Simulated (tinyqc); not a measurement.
Worked calculation: grain-boundary trapping model (Seto) of a polycrystalline semiconductor film. Computed by tinyqc, a small Python program that keeps every step. Command: `OMP_NUM_THREADS=1 python tinyqc.py 3015743 3015744 out.jsonl poly walk`. One thread of a shared host (Intel(R) Xeon(R) Processor @ 2.30GHz), about 0.01 s of CPU time with the checks. Intermediate numbers are printed to about 5 digits and carried at full precision; extremes and crossings named in words are read from the listed rows.

Grains of equal size L are joined by thin boundaries with one trap level. Trapped carriers deplete a width W on each side and raise a barrier, crossed by thermionic emission. Dopants are fully ionised, statistics are non-degenerate and mu_g does not depend on T.

Inputs (values chosen for the exercise, modelled on polycrystalline germanium):

| quantity | value | unit |
|---|---|---|
| permittivity eps | 16 | - |
| effective mass m | 0.2 | m_0 |
| effective density of states at 300 K, N_c | 5.8e+18 | 1/cm^3 |
| grain size L | 150 | nm |
| trap density Q_t | 1.6e+12 | 1/cm^2 |
| trap level E_t below the band edge | 0.26 | eV |
| doping N | 2.7e+16 | 1/cm^3 |
| temperature T | 250 | K |

Grain interior: neglected.

Constants: e = 1.602176634e-19 C; eps_0 = 8.8541878128e-12 F/m; k_B = 8.617333262e-05 eV/K; m_0 = 9.1093837015e-31 kg; k_B = 1.380649e-23 J/K.

## Critical doping

If all traps fill, the grain is just depleted at N* = Q_t/L, with the barrier e Q_t L/(8 eps eps_0).

N* = 1.0667e+17 1/cm^3

barrier at N* with all traps filled = 0.33928 V

The traps stay filled only while e V_B is below E_t - k_B T ln(N_c(T)/N*) = 0.180 eV. The barrier above exceeds that or lies within 2 k_B T of it, so band bending brings the traps close to or above E_F before all fill, and the real maximum is lower.

## Barrier

N_c(T) = N_c (T/300 K)^(3/2). Filled traps Q = Q_t/(1 + (1/2) exp((E_t* - E_F)/k_B T)), where E_t* = e V_B - E_t and E_F are counted from the band edge at the grain centre. Partial depletion: Q = 2 N W, V_B = e N W^2/(2 eps eps_0), E_F = k_B T ln(N/N_c); solve for W. If that W would exceed L/2 the grain is fully depleted: W = L/2, Q = N L, and E_F follows from the trap equation. Centre density n_0 = N_c exp(E_F/k_B T).

depletion width W = 75 nm

barrier V_B = 0.085881 V

E_F = -0.21236 eV

centre density n_0 = 2.3101e+14 1/cm^3

The grain is fully depleted, and n_0 is 0.00856 of N.

## Resistivity and effective mobility

Boundary: sigma_b = L e^2 n_0 exp(-e V_B/k_B T)/sqrt(2 pi m k_B T); rho = 1/sigma_b. Mean carrier density n_av = n_0 [(1 - 2W/L) + (2W/L) (sqrt(pi)/2) erf(y)/y], y = sqrt(e V_B/k_B T); effective mobility 1/(e n_av rho).

boundary resistivity = 380.63 ohm cm

resistivity rho = 380.63 ohm cm

mean carrier density = 1.0205e+14 1/cm^3

effective mobility = 160.68 cm^2/(V s)

## Activation energy

E_a = d ln(rho)/d(1/k_B T) from T - 5 K and T + 5 K; temperature coefficient d ln(rho)/dT.

activation energy E_a = 0.28154 eV

temperature coefficient = -5.2295 %/K

E_a is close to the trap depth E_t = 0.26 eV, since carriers must leave the traps.

## Against the doping

The formulas are those given above.

The same film:

| N (1/cm^3) | W (nm) | V_B (V) | mean density (1/cm^3) | mobility (cm^2/(V s)) | rho (ohm cm) |
|---|---|---|---|---|---|
| 3.20e+15 | 75.000 | 0.01018 | 5.4147e+11 | 2.7636e+03 | 4.1710e+03 |
| 1.10e+16 | 75.000 | 0.03499 | 4.7670e+12 | 1.1670e+03 | 1.1219e+03 |
| 2.70e+16 | 75.000 | 0.08588 | 1.0205e+14 | 1.6068e+02 | 3.8063e+02 |
| 5.30e+16 | 75.000 | 0.16858 | 9.9094e+15 | 4.8219e+00 | 1.3062e+02 |
| 8.50e+16 | 60.684 | 0.17700 | 3.7487e+16 | 2.3427e+00 | 7.1071e+01 |
| 1.30e+17 | 48.259 | 0.17120 | 7.2646e+16 | 2.4203e+00 | 3.5497e+01 |
| 2.10e+17 | 35.688 | 0.15124 | 1.4349e+17 | 4.9991e+00 | 8.7010e+00 |
| 4.30e+17 | 18.578 | 0.08392 | 3.7106e+17 | 9.0095e+01 | 1.8670e-01 |
| 1.10e+18 | 7.272 | 0.03290 | 1.0637e+18 | 8.5873e+02 | 6.8332e-03 |
| 4.30e+18 | 1.860 | 0.00842 | 4.2876e+18 | 2.5944e+03 | 5.6111e-04 |

The barrier peaks among these rows at N = 8.5e16 (0.177 V) and the mobility has its minimum at 8.5e16; N* is 1.1e17. While the grain is fully depleted (W = L/2) V_B grows as N; once all traps are filled it falls as 1/N (last exponent -1.00). From 5.3e16 to 1.3e17 it is pinned, because the trap level has met E_F and the traps fill only in part. Partly depleted rows (W < L/2) with e V_B below 2 k_B T stretch the depletion approximation. Where the barrier is low the mobility is too high, because scattering inside the grains is left out. Where N approaches N_c the non-degenerate statistics fail. rho drops most steeply, as N^-5.4, between 2.1e17 and 4.3e17.

Checks made by the program: charge in the traps against the depleted charge (relative difference 1e-10).
